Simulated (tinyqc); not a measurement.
Stark shift: stepped quantum well by finite differences.

Finite differences on points z_i at the centres of cells of width h: H_ii = (c/h^2)(1/m_(i-1/2) + 1/m_(i+1/2)) + V_i, H_(i,i+1) = -(c/h^2)/m_(i+1/2), where m_(i+1/2) is the mean of the masses at the two points (the end values are repeated outwards), psi = 0 on the points beyond both ends, c = hbar^2/2m0. The field adds e F (z - z0) with z0 the middle of the structure; 1 kV/cm = 1e-5 eV/angstrom.

Constants: hbar^2/2m0 = 3.80998211 eV angstrom^2.

Inputs chosen for the exercise (out of a larger set: near those of a GaAs well in AlGaAs; not measured data): layers = ((64, 0.243, 0.0919), (32, 0, 0.0652), (48, 0.097, 0.0759), (64, 0.243, 0.0919)) (each layer: thickness in angstrom, band edge in eV, mass in m0); hf = 1 angstrom (cell width of the fine grid); Fs = (0, 11.7, 23.3, 35, 46.7, 58.3, 70) kV/cm (fields).

Fine grid. Perturbation theory: dE1 = e F z_11 - beta (e F)^2 with beta = sum_j z_1j^2/(E_j - E_1) over the 13 next levels at zero field, z from z0.

Levels against field:
```
F (kV/cm)  E1 (eV)  E2 (eV)  dE1 (meV)  second order (meV)  <z - z0> (angstrom)  E2 - E1 (meV)
0           0.0874   0.1998       0.00                0.00                -13.2          112.3
11.7        0.0858   0.2012      -1.60               -1.60                -14.0          115.4
23.3        0.0842   0.2025      -3.27               -3.27                -14.8          118.4
35.0        0.0824   0.2037      -5.04               -5.06                -15.5          121.3
46.7        0.0805   0.2047      -6.90               -6.95                -16.2          124.2
58.3        0.0786   0.2056      -8.82               -8.91                -16.9          126.9
70.0        0.0766   0.2062     -10.84              -10.99                -17.5          129.6
```

z_11 = -13.23 angstrom
beta = 3540 angstrom^2/eV

The state sits -13.2 angstrom off the middle at zero field, so the shift starts linearly in F. At 70 kV/cm E1 has moved by -10.84 meV, where second order gives -10.99 meV; they differ by 1.4 % there. The electron moves by -4.3 angstrom, against the rise of the potential. From 46.7 kV/cm on E2 lies above the lowest point of the outer barrier, so it is a resonance or a state of the finite grid, held or pushed up by its ends. E2 - E1 grows with the field; the ends are 112.3 and 129.6 meV.

Computed by tinyqc, a small Python program: `OMP_NUM_THREADS=1 python tinyqc.py 1251282 1251283 out.jsonl` (the numbers bound the seed that draws the inputs); one thread of a shared host (Intel(R) Xeon(R) Processor @ 2.30GHz), about 0.01 s for the whole set of steps.
